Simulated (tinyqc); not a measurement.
Counting rate against photon rate.

True rate n = nph PDP (dark counts neglected); measured n/(1 + n td) for a non-paralysable detector, n exp(-n td) for a paralysable one.

Inputs (values chosen for the exercise):
- td = 50 ns (dead time)

PDP = 0.667

Results:

| nph (1/s) | n td | non-paralysable (1/s) | paralysable (1/s) |
|---|---|---|---|
| 3e5 | 0.01001 | 1.981e5 | 1.981e5 |
| 6.9e5 | 0.02301 | 4.499e5 | 4.498e5 |
| 1.6e6 | 0.05336 | 1.013e6 | 1.012e6 |
| 8.5e6 | 0.2835 | 4.417e6 | 4.270e6 |
| 2e7 | 0.6670 | 8.002e6 | 6.847e6 |
| 4.5e7 | 1.501 | 1.200e7 | 6.692e6 |
| 1e8 | 3.335 | 1.539e7 | 2.375e6 |
| 2.4e8 | 8.004 | 1.778e7 | 5.349e4 |

Estimate the missing row, nph = 3.7e6 1/s.

Computed row:

| nph (1/s) | n td | non-paralysable (1/s) | paralysable (1/s) |
|---|---|---|---|
| 3.7e6 | 0.1234 | 2.197e6 | 2.181e6 |

With this row back in the table: The non-paralysable rate climbs towards 1/td = 2.00e7 1/s and reaches 0.889 of it. The paralysable rate goes from 1.98e5 through a maximum of 6.85e6 (at nph = 2e7 1/s among the rows listed) to 53500 1/s; its true maximum, 1/(e td) = 7.36e6 1/s, lies at n td = 1, so a measured rate below that has two possible causes.

Program tinyqc, `OMP_NUM_THREADS=1 python tinyqc.py 2630031 2630032 out.jsonl`; Intel Xeon 2.30GHz, shared host, one thread, about 0.01 s.
